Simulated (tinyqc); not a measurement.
Worked calculation: RHF in the sto-3g basis, for H2, spin multiplicity 1. One step of it, computed by the program tinyqc.

Task: Iteration 2: building the Fock matrix. J_ij = sum D_kl (ij|kl), K_ij = sum D_kl (ik|jl); F = H + J - 0.5 K; E = tr D H + tr D J / 2 - 0.25 tr D K + E_nn.

D after iteration 1:
```
          1H 1s     2H 1s
1H 1s  0.649672  0.649672
2H 1s  0.649672  0.649672
```

core Hamiltonian H = T + V (hartree):
```
           1H 1s      2H 1s
1H 1s  -1.013069  -0.752280
2H 1s  -0.752280  -1.013069
```

Two-electron integrals (ij|kl) in chemists' order, unique and non-zero (hartree):
```
(11|11) 0.774606   (21|11) 0.343336   (21|21) 0.189590   (22|11) 0.501769
(22|21) 0.343336   (22|22) 0.774606
```

nuclear repulsion = 0.56962025 hartree

Give: Coulomb J; exchange K; Fock matrix F; total energy of this density.

Result:

Coulomb J (hartree):
```
        1H 1s   2H 1s
1H 1s  1.2753  0.6925
2H 1s  0.6925  1.2753
```

exchange K (hartree):
```
        1H 1s   2H 1s
1H 1s  1.0725  0.8953
2H 1s  0.8953  1.0725
```

Fock matrix F (hartree):
```
         1H 1s    2H 1s
1H 1s  -0.2740  -0.5075
2H 1s  -0.5075  -0.2740
```

total energy of this density = -1.084968 hartree
